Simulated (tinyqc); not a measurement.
Frequency dispersion of an accumulation capacitance by border traps, distributed model: two steps of the calculation.

Traps spread evenly through the insulator exchange electrons with the semiconductor by tunnelling, with tau(x) = t0 exp(2 ka x) at depth x from the interface. The admittance per area Y seen at depth x obeys dY/dx = -Y^2/(i w eps0 eox) + q Nb ln(1 + i w tau)/tau, with Y(0) = i w Cs and w = 2 pi f; the gate sees Y(tox) = G + i w C. Working variable y = Y/(i w), in uF/cm^2. Cox = eps0 eox/tox.

Inputs (values chosen for the exercise); permittivity close to that of aluminium oxide: relative permittivity of the insulator eox = 8.13; insulator thickness tox = 4.3 nm; semiconductor capacitance in accumulation Cs = 0.7 uF/cm^2; density of border traps Nb = 4e19 cm^-3 eV^-1; decay constant of the wave function in the insulator ka = 4.1 1/nm; time constant of a trap at the interface t0 = 5e-11 s; frequency f = 1000 Hz; depth down to which the steps are taken xe = 2.4 nm.

Constants: q = 1.602176634e-19 C, eps0 = 8.8541878128e-14 F/cm where lengths are in cm. Results are converted to the units shown.

Task 1. Midpoint steps through the active depth. In terms of y: dy/dx = -y^2/(eps0 eox) + s(x), s = q Nb ln(1 + z)/z, z = i w tau. 10 midpoint steps of h = xe/10: y_half = y + (h/2) y'(x, y), y(new) = y + h y'(x + h/2, y_half).

Wanted: x; s; y.

Result 1.

| point | x (nm) | s (uF/(cm^2 nm)) | y (uF/cm^2) |
|---|---|---|---|
| 0 | 0 | 0.6409+0.0000i | 0.700+0.000i |
| 1 | 0.2400 | 0.6409+0.0000i | 0.834+0.000i |
| 2 | 0.4800 | 0.6409+0.0000i | 0.961+0.000i |
| 3 | 0.7200 | 0.6409+0.0000i | 1.080+0.000i |
| 4 | 0.9600 | 0.6409-0.0003i | 1.191+0.000i |
| 5 | 1.200 | 0.6409-0.0019i | 1.293+0.000i |
| 6 | 1.440 | 0.6405-0.0135i | 1.387-0.001i |
| 7 | 1.680 | 0.6224-0.0926i | 1.471-0.010i |
| 8 | 1.920 | 0.3373-0.2573i | 1.525-0.055i |
| 9 | 2.160 | 0.0624-0.1136i | 1.485-0.094i |
| 10 | 2.400 | 0.0090-0.0273i | 1.420-0.098i |

Task 2. Capacitance and conductance at the gate. Beyond xe the traps are ignored, so 1/y(tox) = 1/y(xe) + (tox - xe)/(eps0 eox); C = Re y, G/w = -Im y, loss tangent G/(w C).

y at xe = 1.4200336-0.0978997i uF/cm^2

Give: y at the gate; C; G/w; loss tangent.

Result 2.

y at the gate = 1.034-0.052i uF/cm^2
C = 1.034 uF/cm^2
G/w = 0.05178 uF/cm^2
loss tangent = 0.05008

Program tinyqc, `OMP_NUM_THREADS=1 python tinyqc.py 2202056 2202057 out.jsonl`; Intel Xeon 2.30GHz, shared host, one thread, about 0.4 s.
